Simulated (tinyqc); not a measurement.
## Long-channel MOSFET, surface-potential model: potential, charge and velocity along the channel

n-channel transistor on a uniformly doped p-type body, gradual-channel approximation, constant mobility, Boltzmann statistics, full ionisation. Potentials are counted from the neutral body; V is the electron quasi-Fermi potential, Vsb at the source and Vsb + Vds at the drain. Charges are magnitudes per area.

ni = sqrt(Nc Nv) exp(-Eg/(2 Vt)), Eg in volts; phiF = Vt ln(Na/ni); Cox = eps0 eox/tox; gamma = sqrt(2 q eps0 eps_r Na)/Cox. The surface potential psi at channel potential V solves Vgs + Vsb - Vfb - psi = gamma sqrt(G), G = psi - Vt + Vt exp((psi - 2 phiF - V)/Vt). Charge sheet: Qi = Cox gamma [sqrt(G) - sqrt(psi - Vt)]; I = mu (W/L) [integral of Qi dpsi from psi_0 to psi_L (drift) + Vt (Qi0 - QiL) (diffusion)], with psi_0 at V = Vsb and psi_L at V = Vsb + Vds. The current is the same at every point, so the place y where the channel potential is Vsb + v follows from y/L = I(Vds = v)/I(Vds); the mean carrier velocity is I/(W Qi).

Parameters, values chosen for the exercise; material values close to those of silicon:
```
symbol,value,unit,meaning
T,293,K,temperature
Eg,1.14,eV,band gap
eps_r,11.7,,relative permittivity of the semiconductor
Nc,2.68e19,cm^-3,conduction-band density of states at T
Nv,2.58e19,cm^-3,valence-band density of states at T
Na,1.2e16,cm^-3,acceptor density of the body
eox,9.26,,relative permittivity of the gate insulator
tox,20,nm,insulator thickness
Vfb,-0.49,V,flat-band voltage
mu,310,cm^2/(V s),channel mobility
W,5,um,gate width
L,10,um,gate length
Vsb,0,V,source-body reverse bias
Vgs,0.7,V,gate-source voltage
Vds,0.05,V,drain-source voltage
```

Constants: q = 1.602176634e-19 C, kB = 1.380649e-23 J/K, Vt = kB T/q, eps0 = 8.8541878128e-14 F/cm where lengths are in cm. Results are converted to the units shown.

Along the channel:
```
v (V)  psi (V)  Qi (nC/cm^2)     y/L  velocity (cm/s)
0.006   0.8798         68.80  0.1355          1.336e4
0.012   0.8848         66.61  0.2668          1.380e4
0.019   0.8905         64.07  0.4145          1.434e4
0.025   0.8954         61.91  0.5365          1.485e4
0.031   0.9002         59.76  0.6543          1.538e4
0.038   0.9058         57.26  0.7865          1.605e4
0.044   0.9106         55.14  0.8953          1.667e4
0.05    0.9154         53.03   1.000          1.733e4
```

What do the numbers show?

Half of the listed voltage range, v = 0.025 V, is reached at y/L = 0.537. The charge falls from 68.8 to 53.0 nC/cm^2 over the rows, so the velocity rises by a factor of 1.30 to keep the current constant.

tinyqc, about 0.05 s, one thread, Intel Xeon 2.30GHz (shared host): `OMP_NUM_THREADS=1 python tinyqc.py 2360112 2360113 out.jsonl`
